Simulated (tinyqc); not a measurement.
Drift exponent from two reads.

Question. Ra = R0 (t/t0)^nu. Find nu, R0 and Ra after ten years (3.15576e8 s).

Inputs (values chosen for the exercise): reference time t0 = 0.001 s.

Ra at t = 0.01 and 3 s, both at 300 K (Mohm): [21.303400, 37.256908]

Answer. ln Ra is linear in ln t with slope nu.

nu = 0.0980
R0 = 17.0 Mohm
Ra after ten years = 228 Mohm

Numbers from tinyqc (`OMP_NUM_THREADS=1 python tinyqc.py 2880054 2880055 out.jsonl`; about 0.01 s on one thread of a shared Intel Xeon 2.30GHz).
